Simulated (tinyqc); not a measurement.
Surface potential of a MOS transistor: implicit equation and explicit approximations: two steps of the calculation.

p-type body, charge-sheet picture, depletion and inversion only, full ionisation (an idealisation for deep acceptors), Boltzmann statistics (rough once Na exp(x - xn) passes about Nc/7). In units of Vt: xg = (Vg - Vfb)/Vt, x = psi/Vt, G = gamma/sqrt(Vt), xn = (2 phiF + Vc)/Vt. The implicit equation is (xg - x)^2 = G^2 [x - 1 + exp(x - xn)] for x above about 3. Cox = eps0 eox/tox.

Problem 1. Explicit approximation. Depletion value a = 1 + [sqrt(G^2/4 + xg - 1) - G/2]^2; inversion value b = xn + ln[(xg - xn)^2/G^2 - xn + 1] and first guess y = min(a, b) - ln(1 + exp(-|a - b|)) if a > xn + 1, else b = y = a; one second-order correction with D = exp(y - xn), p = 2 (xg - y) + G^2 (1 + D), w = (xg - y)^2 - G^2 (y - 1 + D): z = y + 2 w/(p + sqrt(p^2 - 2 (2 - G^2 D) w)), or the Newton step z = y + w/p where the root is not real.

G = 12.987362
xn = 23.753630
xg = 105.02089

Find: a; b; y; p; w; z.

Solution 1.

a = 32.328
b = 26.551
y = 26.548
p = 3083.6
w = -909.13
z = 26.199

The root of the implicit equation is x = 26.2064; y misses it by 0.34 and z by -0.0079, in units of Vt.

Problem 2. New x. D = exp(x - xn), f = (xg - x)^2 - G^2 (x - 1 + D), f' = -2 (xg - x) - G^2 (1 + D), x(new) = x - f/f'.

x after iteration 1 = 26.253632
G = 12.987362
xn = 23.753630
xg = 105.02089

Find: D; f; f'; x after iteration 2.

Solution 2.

D = 12.18
f = -110.1
f' = -2381
x after iteration 2 = 26.21

Numbers from tinyqc (`OMP_NUM_THREADS=1 python tinyqc.py 2122223 2122224 out.jsonl`; about 0.01 s on one thread of a shared Intel Xeon 2.30GHz).
